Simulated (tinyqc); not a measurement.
## Thermal RC ladder, step response: pulse trains: peak against mean temperature

A ladder of 2 nodes: R_i joins node i to node i + 1, the last R to the ambient; C_i is the heat capacity of node i; theta is the rise above ambient, zero at t = 0. d theta/dt = -A theta + b with b = (Pw/C_1, 0, ...), times in ms.

A = C^(-1) K, K_ii = 1/R_(i-1) + 1/R_i (no first term for node 1), K_(i,i+1) = K_(i+1,i) = -1/R_i. The time constants tau_k are the inverse eigenvalues of A; the rise of node 1 per watt is Z(t) = sum_k r_k (1 - exp(-t/tau_k)), with r_k = v_k1^2 tau_k/C_1 and v_k the unit eigenvectors of C^(-1/2) K C^(-1/2). For pulses of length tp = 3 ms and period tp/D, the steady peak rise per watt is sum_k r_k (1 - exp(-tp/tau_k))/(1 - exp(-tp/(D tau_k))), and the mean is D sum R.

Parameters, values chosen for the exercise: resistances, junction to ambient R = [1.2, 0.43] K/W; heat capacities of the nodes C = [0.66, 6.1] mJ/K; power at node 1 from t = 0 Pw = 50 W.

Result of one run:
```
peak (K/W)  mean (K/W)  peak/mean  peak rise (K)
1.3425         0.32600     4.1181         67.125
```

Which duty cycle D gave this result: 0.01, 0.05, 0.1 or 0.2?

D = 0.2.

The whole series:
```
D     peak (K/W)  mean (K/W)  peak/mean  peak rise (K)
0.01      1.3392    0.016300     82.160         66.961
0.02      1.3392    0.032600     41.080         66.961
0.05      1.3392    0.081500     16.432         66.961
0.1       1.3392     0.16300     8.2162         66.962
0.2       1.3425     0.32600     4.1181         67.125
0.3       1.3571     0.48900     2.7752         67.853
0.5       1.4147     0.81500     1.7358         70.733
0.8       1.5359      1.3040     1.1778         76.796
```

The peak rises from 1.34 to 1.54 K/W, while its ratio to the mean falls from 82.2 to 1.18. In the first row the peak is within 0.01 % of that of a single pulse, 1.34 K/W.

Numbers from tinyqc (`OMP_NUM_THREADS=1 python tinyqc.py 2520030 2520031 out.jsonl`; about 0.01 s on one thread of a shared Intel Xeon 2.30GHz).
